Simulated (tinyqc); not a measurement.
Electron continuity equation in a given potential, Scharfetter-Gummel discretisation: two steps of the calculation.

Steady state in one dimension: J = q mu n E + q D dn/dx with E = -dpsi/dx and D = mu Vt, dJ/dx = 0, fixed densities nL and nR at the ends. The potential is given, psi = U x/L, and is not changed by the electrons.

Parameters, values chosen for the exercise; mobility that of a made-up semiconductor: temperature T = 300 K; electron mobility mu = 1290 cm^2/(V s); length of the region L = 2 um; density at x = 0 nL = 1.2e13 cm^-3; density at x = L nR = 0 cm^-3.

Constants: q = 1.602176634e-19 C, kB = 1.380649e-23 J/K, Vt = kB T/q. Results are converted to the units shown.

Question 1. Bernoulli factors. d_i = (psi_(i+1) - psi_i)/Vt; B(d) = d/(exp(d) - 1), B(0) = 1. The flux on interval i is J_i = (q D/h) [n_(i+1) B(d_i) - n_i B(-d_i)].

psi, node 0 to 11 (V): [0.0000000, 0.1181818, 0.2363636, 0.3545455, 0.4727273, 0.5909091, 0.7090909, 0.8272727, 0.9454545, 1.0636364, 1.1818182, 1.3000000]

Find: d_i; B(d_i); B(-d_i).

Answer 1.

```
interval     d_i    B(d_i)  B(-d_i)
0         4.5715  0.047775   4.6193
1         4.5715  0.047775   4.6193
2         4.5715  0.047775   4.6193
3         4.5715  0.047775   4.6193
4         4.5715  0.047775   4.6193
5         4.5715  0.047775   4.6193
6         4.5715  0.047775   4.6193
7         4.5715  0.047775   4.6193
8         4.5715  0.047775   4.6193
9         4.5715  0.047775   4.6193
10        4.5715  0.047775   4.6193
```

The largest |d_i| is 4.57, above 2, where central differences lose the sign pattern that keeps densities positive.

Question 2. Densities and current. B(d) = d/(exp(d) - 1) with d_i = (psi_(i+1) - psi_i)/Vt; b and f are the diagonal and right side of the balance equations. Solve B(-d_(i-1)) n_(i-1) + b_i n_i + B(d_i) n_(i+1) = f_i (end values already in f), then J_i = (q D/h) [n_(i+1) B(d_i) - n_i B(-d_i)], h = L/11, D = mu Vt.

```
interval       B(d_i)    B(-d_i)
0         0.047775420  4.6192523
1         0.047775420  4.6192523
2         0.047775420  4.6192523
3         0.047775420  4.6192523
4         0.047775420  4.6192523
5         0.047775420  4.6192523
6         0.047775420  4.6192523
7         0.047775420  4.6192523
8         0.047775420  4.6192523
9         0.047775420  4.6192523
10        0.047775420  4.6192523
```

```
node  diagonal b  right side f (cm^-3)
1     -4.6670277         -5.5431027e13
2     -4.6670277                     0
3     -4.6670277                     0
4     -4.6670277                     0
5     -4.6670277                     0
6     -4.6670277                     0
7     -4.6670277                     0
8     -4.6670277                     0
9     -4.6670277                     0
10    -4.6670277                     0
```

Find: n; J.

Answer 2.

n, node 0 to 11 (cm^-3): [1.200e13, 1.200e13, 1.200e13, 1.200e13, 1.200e13, 1.200e13, 1.200e13, 1.200e13, 1.200e13, 1.200e13, 1.188e13, 0]
J, interval 0 to 10 (A/cm^2): [-16.12, -16.12, -16.12, -16.12, -16.12, -16.12, -16.12, -16.12, -16.12, -16.12, -16.12]

Numbers from tinyqc (`OMP_NUM_THREADS=1 python tinyqc.py 2220125 2220126 out.jsonl`; about 0.01 s on one thread of a shared Intel Xeon 2.30GHz).
